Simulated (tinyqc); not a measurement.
Energy relaxation with and without hot phonons: decay of LO phonons and the hot-phonon bottleneck in the cooling of electrons. Computed by tinyqc, a small Python program. Command: `OMP_NUM_THREADS=1 python tinyqc.py 3000926 3000927 out.jsonl hotphonon walk`. One thread of a shared host (Intel(R) Xeon(R) Processor @ 2.30GHz), about 0.01 s of CPU time with the checks.

n(E, T) = 1/(exp(E/(k_B T)) - 1) is the Bose occupation. Electrons have a temperature T_e; the LO modes within their reach share one occupation N; the decay products stay at the lattice temperature.

Inputs (values chosen for the exercise, modelled on gallium nitride):
```
quantity                                             value    unit
LO energy hbar omega                                  91.9     meV
lifetime at T = 0, tau_0                                 3      ps
share f of the energy in the softer product           0.24       -
lattice temperature T                                  400       K
electron mass m*                                     0.207     m_0
eps_inf                                               5.43       -
static dielectric constant eps_s                      9.34       -
electron density n                                 2.3e+18  1/cm^3
density of LO modes that the electrons reach, N_m  1.1e+19  1/cm^3
```

Decay channel: two unequal phonons (Ridley).

Constants: k_B = 8.617333262e-05 eV/K; c = 299792458 m/s; e^2/(4 pi eps_0) = 14.39964548 eV angstrom; hbar^2/(2 m_0) = 3.80998212 eV angstrom^2; hbar = 6.582119569e-16 eV s; e = 1.602176634e-19 C; k_B = 1.380649e-23 J/K.

Method:
- Decay rate 1/tau = (1/tau_0) [1 + n(f hbar omega) + n((1 - f) hbar omega)].
- Full width Gamma = 1/(2 pi c tau) in 1/cm, c in cm/s.
- Froehlich coupling alpha = (e^2/(4 pi eps_0)) (1/eps_inf - 1/eps_s) k_0/(2 hbar omega), k_0 = sqrt(m* hbar omega/(hbar^2/(2 m_0))); emission time tau_sp = hbar/(2 alpha hbar omega); bottleneck ratio r = (n/N_m) tau/tau_sp.
- Net emission per electron: [(N + 1) x - N]/tau_sp with x = exp(-hbar omega/(k_B T_e)), a simple two-level balance; steady state of the modes: n [(N + 1) x - N]/tau_sp = N_m (N - N_0)/tau; power per electron P = hbar omega [(N + 1) x - N]/tau_sp.
- P(T_e) = (hbar omega/tau_sp) [(N_0 + 1) x - N_0]/[1 + r (1 - x)], and r = 0 without hot phonons; energy relaxation time tau_E = (3/2) k_B (T_e - T)/P.

emission time tau_sp = 8.39078 fs

equilibrium LO occupation N_0 = 0.0747143

bottleneck ratio r = 32.9674

phonon lifetime tau = 1.32298 ps

Cooling:
```
T_e (K)  P, cold phonons (nW)  P, hot phonons (nW)   ratio  tau_E (ps)         N
430                    26.803              0.85887  31.207     0.72338  0.090850
480                    73.353               2.4135  30.393     0.68647   0.12006
550                    140.17               4.7962  29.225     0.64769   0.16482
700                    279.92               10.452  26.782     0.59445   0.27107
900                    445.53               18.651  23.887     0.55519   0.42512
1200                   644.34               31.567  20.412     0.52484   0.66777
1700                   875.99               53.537  16.362     0.50288    1.0805
2400                   1078.2               84.054  12.827     0.49277    1.6538
```

What follows from these numbers?

Reabsorption cuts the loss by a factor 31.2 at the lowest T_e and 12.8 at the highest; the factor is 1 + r (1 - x) with r = 33.0. tau_E runs from 0.72 to 0.49 ps, with its shortest value, 0.49 ps, at T_e = 2400 K, against tau_sp = 8.4 fs and a phonon lifetime of 1.3 ps. For r (1 - x) much above 1 the loss tends to hbar omega (N_m/n)(n(hbar omega, T_e) - N_0)/tau, in which tau_sp no longer appears. Pauli blocking is left out, as are upper valleys and non-parabolic bands, which can matter above about 1000 K.

Extremes, crossings and ranges named in words are read from the listed rows.
